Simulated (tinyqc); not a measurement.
Isotope shift of the local mode: vibrations of a mass or spring defect in a linear chain. Computed by tinyqc, a small Python program. Command: `OMP_NUM_THREADS=1 python tinyqc.py 3021309 3021310 out.jsonl localmode walk`. One thread of a shared host (Intel(R) Xeon(R) Processor @ 2.30GHz), about 0.01 s of CPU time with the checks.

A ring of N atoms with nearest-neighbour springs k and motion along the chain. Atom 1 is the defect, of mass M', and its two springs are k'. Odd sites are A (the defect replaces an A atom), even sites B.

Inputs (values chosen for the exercise, for a model chain):

| quantity | value | unit |
|---|---|---|
| spring constant k | 12.1 | eV/angstrom^2 |
| mass M_A | 115 | u |
| mass M_B | 299 | u |
| defect mass M' | 26.6 | u |
| spring ratio k'/k at the defect | 1.2 | - |
| isotope mass step | 2 | u |

Host: diatomic.

Constants: nu for 1 eV/(angstrom^2 u) = 15.6333042 THz.

Method:
- Host bands: lambda from 0 to 2k/M(heavy) and from 2k/M(light) to 2k (1/M_A + 1/M_B).
- nu = 15.6333042 THz x sqrt(lambda), lambda in eV/(angstrom^2 u).
- D_ii = (sum of the two springs at i)/M_i, D_ij = -k_ij/sqrt(M_i M_j) for neighbours, closed into a ring.
- The same matrix for 120 atoms; amplitudes are the mass-weighted eigenvector, in size, relative to the defect, for the highest mode; its weight is the squared component of the normalised eigenvector on the defect.
- Raise M' by the isotope step in the 120-atom ring. First order, good only for a step much smaller than M': Delta nu/nu = -(1/2) (weight on the defect) Delta M'/M'; a defect vibrating against fixed neighbours would give sqrt(M'/(M' + step)) - 1.

highest frequency, long ring = 16.7085 THz

weight of the highest mode on the defect = 0.953790

shift, exact = -3.3919 %

shift, first order = -3.5857 %

shift, fixed neighbours = -3.5599 %

The shift is 95 % of the fixed-neighbour value; all other atoms together carry 5 % of the kinetic energy of the mode.

Extremes, crossings and ranges named in words are read from the listed rows.
